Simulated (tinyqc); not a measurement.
Landau-Devonshire theory of a uniaxial ferroelectric: one step, computed by the program tinyqc.

G(P) = (alpha/2) P^2 + (beta*/4) P^4 + (gamma/6) P^6 - E P per volume, SI units, one domain, P along the polar axis, which is normal to the film.

Question. Coefficients at T. alpha = alpha_0 (T - T0*), with clamping: T0* = T0 + 4 Q12 u_m/(alpha_0 (s11 + s12)), beta* = beta + 4 Q12^2/(s11 + s12).

Inputs (values chosen for the exercise, for a model ferroelectric): alpha_0 = 1.5e+06 J m/(C^2 K); Curie-Weiss temperature T0 = 450 K; beta = 6.78e+08 J m^5/C^4; temperature T = 427 K; misfit strain u_m = -0.019; electrostriction Q12 = -0.041 m^4/C^2; compliance s11 + s12 = 5.8e-12 m^2/N.

Sample: epitaxial film.

Give: T0*; alpha; beta*.

Answer.

T0* = 808.16 K

alpha = -5.7174e+08 J m/C^2

beta* = 1.8373e+09 J m^5/C^4

Compression raises T0 by 358 K. beta* > 0: the transition is of second order.
